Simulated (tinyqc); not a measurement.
Permeation of metal atoms or ions through a thin barrier or dielectric: time lag, field-aided drift and lifetime: one step, computed by the program tinyqc. Command: `OMP_NUM_THREADS=1 python tinyqc.py 3009151 3009152 out.jsonl barrier walk`. One thread of a shared host (Intel(R) Xeon(R) Processor @ 2.30GHz), about 0.01 s of CPU time with the checks.

The film 0 < x < d is empty at first; C = C0 at x = 0 and C = 0 at x = d. dC/dt = D d2C/dx2 - v dC/dx with drift v = D z e V/(k_B T d) (uniform field, no space charge).

Question. Steady flux and time lag. Steady flux J = (D C0/d) P/(1 - exp(-P)); time lag in units of d^2/D: s_L = [P (1 + exp(-P))/(1 - exp(-P)) - 2]/P^2 (P = 0: J = D C0/d, s_L = 1/6).

Inputs (values chosen for the exercise, for a model case: singly charged ions through a dielectric): thickness d = 13 nm; concentration at the source side C0 = 7.7e+14 1/cm^3; test temperature T = 150 C.

Peclet number P = 9.324202

diffusivity D = 1.678950e-17 cm^2/s

time scale d^2/D = 100658.2 s

Give: flux relative to D C0/d; steady flux J; time lag s_L; time lag.

Answer.

flux relative to D C0/d = 9.3250

steady flux J = 92733 1/(cm^2 s)

time lag s_L = 0.084263

time lag = 8481.7 s

Drift rules: J tends to v C0 and the lag to the transit time d/v.
